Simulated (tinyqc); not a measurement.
# Inputs raised by 5 %, one at a time

Model: two-step dopant diffusion (predeposition and drive-in) with a constant diffusivity. Computed by tinyqc, a small Python program. Command: `OMP_NUM_THREADS=1 python tinyqc.py 3010628 3010629 out.jsonl dopdiff sens`. One thread of a shared host (Intel(R) Xeon(R) Processor @ 2.30GHz), about 0.03 s of CPU time with the checks.

Fick diffusion into a half space x > 0 whose background doping C_B is of the opposite type, so that a junction lies where C = C_B.

Inputs (values chosen for the exercise, modelled on phosphorus in silicon):

| quantity | value | unit |
|---|---|---|
| prefactor D0 | 5.33 | cm^2/s |
| activation energy E | 3.66 | eV |
| surface concentration C_s | 8.7e+19 | 1/cm^3 |
| background doping C_B | 5.8e+14 | 1/cm^3 |
| predeposition temperature T1 | 875 | C |
| predeposition time t1 | 45 | min |
| drive-in temperature T2 | 1150 | C |
| drive-in time t2 | 60 | min |
| mean mobility in the layer mu | 110 | cm^2/(V s) |

Furnace ramps of the drive-in: none.

Constants: k_B = 8.617333262e-05 eV/K; e = 1.602176634e-19 C.

Method:
- D = D0 exp(-E/(k_B T)).
- Temperatures in kelvin are T(C) + 273.15.
- Times in seconds are 60 times the minutes.
- (Dt)2 = D2 t2, t2 in seconds.
- C = C_s erfc(x/(2 sqrt(D1 t1))); dose Q = 2 C_s sqrt(D1 t1/pi); the junction solves erfc(z) = C_B/C_s with x_j = 2 z sqrt(D1 t1).
- With a sealed surface and a thin source, C = Q/sqrt(pi (Dt)2) exp(-x^2/(4 (Dt)2)); x_j = 2 sqrt((Dt)2 ln(C(0)/C_B)); gradient at the junction |dC/dx| = C_B x_j/(2 (Dt)2).
- Net dose Q_net = Q erf(x_j/(2 sqrt((Dt)2))) - C_B x_j; R_s = 1/(e mu Q_net), with every dopant ionised and one mobility.

Runs:

| input moved | from | to | surface concentration C(0) (Gaussian) (1/cm^3) | sheet resistance R_s (Gaussian) (ohm/square) | dose Q (1/cm^2) | gradient at the junction (1/cm^4) |
|---|---|---|---|---|---|---|
| base run | - | - | 1.3450e+18 | 520.3 | 1.0921e+14 | 3.5244e+19 |
| prefactor D0 (cm^2/s) | 5.33 | 5.5965 | 1.3450e+18 | 507.8 | 1.1191e+14 | 3.4394e+19 |
| activation energy E (eV) | 3.66 | 3.843 | 1.1249e+18 | 1312.2 | 4.3315e+13 | 7.3459e+19 |
| surface concentration C_s (1/cm^3) | 8.7e+19 | 9.135e+19 | 1.4123e+18 | 495.5 | 1.1467e+14 | 3.5355e+19 |
| predeposition time t1 (min) | 45 | 47.25 | 1.3783e+18 | 507.7 | 1.1191e+14 | 3.5299e+19 |
| mean mobility in the layer mu (cm^2/(V s)) | 110 | 115.5 | 1.3450e+18 | 495.5 | 1.0921e+14 | 3.5244e+19 |

Exponents ln(y'/y) / ln(x'/x):

| input | surface concentration C(0) (Gaussian) | sheet resistance R_s (Gaussian) | dose Q | gradient at the junction |
|---|---|---|---|---|
| prefactor D0 | 0.000 | -0.500 | 0.500 | -0.500 |
| activation energy E | -3.663 | 18.960 | -18.955 | 15.053 |
| surface concentration C_s | 1.000 | -1.001 | 1.000 | 0.064 |
| predeposition time t1 | 0.500 | -0.501 | 0.500 | 0.032 |
| mean mobility in the layer mu | 0.000 | -1.000 | 0.000 | 0.000 |

Among the inputs moved here: surface concentration C(0) (Gaussian) answers most in size to activation energy E (exponent -3.663), next to surface concentration C_s (+1.000); its exponent is below 0.0005 for prefactor D0, mean mobility in the layer mu. Its exponent 0.000 in prefactor D0: dose and width both scale as sqrt(D0). Sheet resistance R_s (Gaussian) answers most in size to activation energy E (exponent +18.960), next to surface concentration C_s (-1.001). Its exponent -1.001 in surface concentration C_s: the net dose follows C_s. Its exponent -0.501 in predeposition time t1: R_s is inverse to the dose. Dose Q answers most in size to activation energy E (exponent -18.955), next to surface concentration C_s (+1.000); its exponent is below 0.0005 for mean mobility in the layer mu. Its exponent +1.000 in surface concentration C_s: the problem is linear in C_s. Its exponent +0.500 in predeposition time t1: a constant source admits a dose that grows as sqrt(D t). Gradient at the junction answers most in size to activation energy E (exponent +15.053), next to prefactor D0 (-0.500); its exponent is below 0.0005 for mean mobility in the layer mu.

Caution (all rows): C_s exceeds the intrinsic carrier density of silicon at the predeposition temperature (2e18 to 1e19 per cm^3), where real diffusivities rise with concentration and profiles turn box-like.
